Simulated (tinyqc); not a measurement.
From results to parameters: Hueckel model of a polar double bond. Computed by the program tinyqc.

Problem. A C=X pi bond in Hueckel theory has H_XX = alpha + h beta, H_CC = alpha and H_CX = k beta, with two electrons. Find h, k, the charge on carbon and the bond order.

x values of the two levels (E = alpha + x beta): 1.412473  -0.652473

Solution. The sum of the x values is h and their product is -k^2; the charge on carbon is h/sqrt(h^2 + 4k^2) and the bond order 2k/sqrt(h^2 + 4k^2).

h, k: 0.760  0.960
charge on carbon, bond order: 0.3680  0.9298
